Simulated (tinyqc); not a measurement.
Inside a calculation. Method: Hueckel theory of the pi electrons with the omega technique, for the molecule O=C1C=CC(=O)C(Cl)=C1 (SMILES; centres numbered as the heavy atoms are written). One step of it, computed by the program tinyqc.

Question. Orbitals, round 1. Diagonalise; E = alpha + x beta with beta < 0, so the largest x are filled first; degenerate levels share their electrons. P = sum n_i c_ri c_si; each orbital has its largest coefficient positive (the first on a tie).

Hueckel matrix in units of beta (H = alpha + beta A):
```
           1O        2C        3C        4C        5C        6O        7C       8Cl
1O   1.000000  1.000000  0.000000  0.000000  0.000000  0.000000  0.000000  0.000000
2C   1.000000  0.000000  1.000000  0.000000  0.000000  0.000000  0.000000  0.000000
3C   0.000000  1.000000  0.000000  1.000000  0.000000  0.000000  0.000000  0.000000
4C   0.000000  0.000000  1.000000  0.000000  1.000000  0.000000  0.000000  0.000000
5C   0.000000  0.000000  0.000000  1.000000  0.000000  1.000000  1.000000  0.000000
6O   0.000000  0.000000  0.000000  0.000000  1.000000  1.000000  0.000000  0.000000
7C   0.000000  0.000000  0.000000  0.000000  1.000000  0.000000  0.000000  0.400000
8Cl  0.000000  0.000000  0.000000  0.000000  0.000000  0.000000  0.400000  2.000000
9C   0.000000  1.000000  0.000000  0.000000  0.000000  0.000000  1.000000  0.000000

           9C
1O   0.000000
2C   1.000000
3C   0.000000
4C   0.000000
5C   0.000000
6O   0.000000
7C   1.000000
8Cl  0.000000
9C   0.000000
```

pi electrons, sum of z_r less the charge = 10

Give: x values; occupations; coefficients; charge and bond-order matrix P.

Answer.

x values: 2.362  2.037  1.843  1.000  0.951  0.247  -1.013  -1.306  -2.121

occupations: 2.000  2.000  2.000  2.000  2.000  0.000  0.000  0.000  0.000

coefficients:
```
       MO1     MO2     MO3     MO4     MO5     MO6     MO7     MO8
1O   0.261  -0.311  -0.450   0.500  -0.299  -0.463   0.004  -0.246
2C   0.356  -0.322  -0.379   0.000   0.015   0.349  -0.007   0.568
3C   0.272  -0.226  -0.102  -0.500  -0.277   0.288  -0.494  -0.256
4C   0.286  -0.139   0.192  -0.500  -0.278  -0.277   0.507  -0.233
5C   0.403  -0.056   0.455   0.000   0.013  -0.357  -0.020   0.561
6O   0.296  -0.054   0.540   0.500  -0.256   0.474   0.010  -0.243
7C   0.370   0.078   0.107   0.000   0.546  -0.284  -0.497  -0.256
8Cl  0.410   0.838  -0.274   0.000  -0.208   0.065   0.066   0.031
9C   0.307  -0.120  -0.147   0.000   0.590   0.261   0.497  -0.239

        MO9
1O    0.137
2C   -0.426
3C    0.381
4C   -0.383
5C    0.430
6O   -0.138
7C   -0.392
8Cl   0.038
9C    0.386
```

charge and bond-order matrix P:
```
         1O      2C      3C      4C      5C      6O      7C     8Cl
1O    1.413   0.719   0.040  -0.271  -0.171   0.356  -0.279   0.064
2C    0.719   0.749   0.408   0.139  -0.022  -0.171   0.148  -0.047
3C    0.040   0.408   0.924   0.833   0.145  -0.283  -0.159   0.015
4C   -0.271   0.139   0.833   0.930   0.413   0.034  -0.073   0.013
5C   -0.171  -0.022   0.145   0.413   0.746   0.730   0.401  -0.019
6O    0.356  -0.171  -0.283   0.034   0.730   1.395   0.047  -0.037
7C   -0.279   0.148  -0.159  -0.073   0.401   0.047   0.907   0.148
8Cl   0.064  -0.047   0.015   0.013  -0.019  -0.037   0.148   1.978
9C    0.015   0.425  -0.076  -0.176   0.142  -0.267   0.822  -0.114

         9C
1O    0.015
2C    0.425
3C   -0.076
4C   -0.176
5C    0.142
6O   -0.267
7C    0.822
8Cl  -0.114
9C    0.958
```
